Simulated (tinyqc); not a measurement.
# From sigma_xx back to tau_0

Model: Hall factor, magnetoresistance and optical conductivity for a power-law relaxation time. Computed by tinyqc, a small Python program. Command: `OMP_NUM_THREADS=1 python tinyqc.py 3019982 3019983 out.jsonl magneto inv`. One thread of a shared host (Intel(R) Xeon(R) Processor @ 2.30GHz), about 0.01 s of CPU time with the checks.

One spherical parabolic band, tau(E) = tau_0 x^s with x = E/(k_B T). Landau quantisation is left out.

Inputs (values chosen for the exercise, with a mass close to that of electrons in germanium):
```
quantity,value,unit
effective mass m,0.12,m_0
exponent s,0.5,-
reduced Fermi level eta,-8,-
temperature T,200,K
magnetic field B,50,T
```

Constants: m_0 = 9.1093837015e-31 kg; k_B = 1.380649e-23 J/K; hbar = 1.054571817e-34 J s; e = 1.602176634e-19 C.

Method:
- <y> = int y x^(3/2) f (1 - f) dx / int x^(3/2) f (1 - f) dx, f = 1/(1 + exp(x - eta)).
- Integrals over x = E/(k_B T) use 160 Gauss-Legendre points in u = sqrt(x) from 0 to sqrt(max(eta, 0) + 45).
- n = (2 m k_B T)^(3/2)/(3 pi^2 hbar^3) int x^(3/2) f (1 - f) dx; moments in units of tau_0.
- mu = e <tau>/m; weak field r_H = <tau^2>/<tau>^2 and MR = c (mu B)^2, c = <tau^3>/<tau>^3 - r_H^2; strong field r_H = 1 and MR = <tau> <1/tau> - 1.
- With w_c = e B/m: sigma_xx = (n e^2/m) <tau/(1 + w_c^2 tau^2)>, sigma_xy = (n e^2/m) <w_c tau^2/(1 + w_c^2 tau^2)>; r_H = (n e/B) sigma_xy/(sigma_xx^2 + sigma_xy^2); MR = sigma_0 sigma_xx/(sigma_xx^2 + sigma_xy^2) - 1, sigma_0 = n e^2 <tau>/m.

Question. A run gave the result below. Find the tau_0, known to lie between 30 and 49 fs.

sigma_xx = 0.001393475 S/cm

Answer.

Each step takes the trial c = (a f_b - b f_a)/(f_b - f_a), f being the result less the target and a, b, c the logarithms of the listed values; c replaces end b, the old b replaces a if the sign of f changed, and otherwise f_a is halved.

Scan of the range:
```
tau_0 (fs),sigma_xx (S/cm)
30.0,0.00178748
32.6,0.00167857
35.3,0.00157697
38.3,0.00147616
41.6,0.00137794
45.2,0.00128366
49.0,0.00119638
```

False position (Illinois rule, in the logarithm of the input) inside the bracket:
```
step,end a,end b,trial,sigma_xx (S/cm)
1,38.3000,41.6000,41.0598,0.00139320
2,38.3000,41.0598,41.0406,0.00139374
3,41.0598,41.0406,41.0500,0.00139347
4,41.0406,41.0500,41.0500,0.00139347
```

sigma_xx falls at every point of a 13-point scan of the range (every second point is shown), so one value fits; it is bracketed by 38.3 and 41.6. Answer: tau_0 = 41.05 fs.

Caution: hbar w_c exceeds k_B T with mu B above 1, so Landau quantisation sets in.
